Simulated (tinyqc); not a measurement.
# Resistance of a tapered via with liner, size effect and interface: effects of single changes

A round via whose diameter grows from db at the bottom as D(z) = db + 2 z/tan(ang). The fill, of diameter D - 2 tl, starts above the bottom liner (thickness fb tl) and has rho = rho0 (1 + ks lam/(D - 2 tl)); the sidewall liner conducts in parallel with it. The bottom liner and the interface are crossed over the full area pi db^2/4. Spreading in the lines above and below is left out.

Parameters, values chosen for the exercise; fill metal close to copper:
- db = 26 nm (diameter at the bottom)
- hv = 100 nm (height)
- ang = 87 degrees (sidewall angle)
- rho0 = 1.64 uohm cm (bulk resistivity of the fill)
- lam = 39.5 nm (mean free path of the fill)
- ks = 1.1 (size-effect factor)
- tl = 1.9 nm (liner on the sidewall)
- fb = 0.7 (liner at the bottom over that on the sidewall)
- rl = 410 uohm cm (resistivity of the liner)
- ri = 3.7e-12 ohm cm^2 (interface resistivity at the bottom)
- Sb = 1.1e15 S/m^2 (ballistic conductance per area, about 3/(4 rho0 lam))
- rho2 = 7.61 uohm cm (bulk resistivity of the second fill (close to ruthenium))
- lam2 = 6.5 nm (its mean free path)
- tl2 = 0.5 nm (its liner)

Each table varies one quantity; the others keep the values above.

## Via resistance against the diameter at the bottom

Slices between z0 = fb tl and hv, evaluated at their midpoints: conductance per length pi/4 [(D - 2 tl)^2/rho + (D^2 - (D - 2 tl)^2)/rl], slice resistance = slice height over that. 2000 slices. R_fill = sum of the slices; R_bottom = rl fb tl/(pi db^2/4); R_interface = ri/(pi db^2/4); ballistic (Sharvin) limit 1/(Sb pi (db - 2 tl)^2/4); ideal cylinder rho0 hv/(pi db^2/4).

Via resistance against the diameter at the bottom:
```
db (nm)	R_fill (ohm)	R_bottom (ohm)	R_interface (ohm)	R (ohm)	ballistic limit (ohm)	R over ideal cylinder	largest part
6	693.3	192.9	13.09	899.2	239.2	15.50	fill
8.3	201.5	100.8	6.838	309.1	57.16	10.20	fill
11	80.71	57.38	3.893	142.0	22.33	8.228	fill
16	27.14	27.12	1.840	56.11	7.777	6.879	fill
22	11.47	14.34	0.9733	26.79	3.494	6.210	bottom liner
30	5.141	7.714	0.5234	13.38	1.686	5.766	bottom liner
42	2.219	3.936	0.2671	6.422	0.7932	5.425	bottom liner
58	1.017	2.064	0.1400	3.220	0.3940	5.188	bottom liner
80	0.4777	1.085	0.07361	1.636	0.1993	5.015	bottom liner
```

R falls from 899 to 1.64 ohm. The fill is the largest part at db = 6, the bottom liner from 22 on. R goes as db^(-3.29) between the first two rows and db^(-2.11) between the last two; area alone gives -2.

## Via resistance against the liner on the sidewall

Same model as above.

2000 slices.

The same in every row: R_interface (ohm) = 0.69689.

Results:
```
tl (nm)	R_fill (ohm)	R_bottom (ohm)	R (ohm)	ballistic limit (ohm)	R over ideal cylinder	largest part
0	5.3519	0	6.0488	1.7123	1.9582	fill
0.6	5.9023	3.2434	9.8426	1.8820	3.1864	fill
1.1	6.4266	5.9462	13.070	2.0434	4.2311	fill
1.7	7.1503	9.1895	17.037	2.2662	5.5154	bottom liner
2.3	7.9987	12.433	21.129	2.5275	6.8401	bottom liner
3.4	9.9821	18.379	29.058	3.1399	9.4072	bottom liner
4	11.376	21.622	33.695	3.5725	10.908	bottom liner
```

Estimate the missing row, tl = 2.9 nm.

Computed row:
```
tl (nm)	R_fill (ohm)	R_bottom (ohm)	R (ohm)	ballistic limit (ohm)	R over ideal cylinder	largest part
2.9	9.0014	15.676	25.375	2.8367	8.2147	bottom liner
```

With this row back in the table: R rises from 6.05 to 33.7 ohm. The fill is the largest part at tl = 0, the bottom liner from 1.7 on. The share of the two bottom terms goes from 11.5 to 66.2 %.

## Two fill metals against the diameter

2000 slices. R_fill = sum of the slices; R_bottom = rl fb tl/(pi db^2/4); R_interface = ri/(pi db^2/4). The second fill has rho2, lam2 and tl2 in place of rho0, lam and tl.

Results:
```
db (nm)	R, first fill (ohm)	R, second fill (ohm)	ratio second/first
6	899.2	301.5	0.3353
8.5	288.3	150.2	0.5212
12	113.5	76.41	0.6731
17	48.61	38.75	0.7970
24	22.00	19.76	0.8981
35	9.538	9.427	0.9884
70	2.165	2.398	1.108
100	1.028	1.181	1.149
```

Estimate the missing row, db = 49 nm.

Computed row:
```
db (nm)	R, first fill (ohm)	R, second fill (ohm)	ratio second/first
49	4.612	4.857	1.053
```

With this row back in the table: The ratio goes from 0.335 to 1.15. The two fills give the same R at db = 37.0 nm; below it the second gives the lower R. Ratios within a few per cent of 1 are a tie, given that ballistic terms are left out.

Numbers from tinyqc (`OMP_NUM_THREADS=1 python tinyqc.py 2750131 2750132 out.jsonl`; about 0.01 s on one thread of a shared Intel Xeon 2.30GHz).
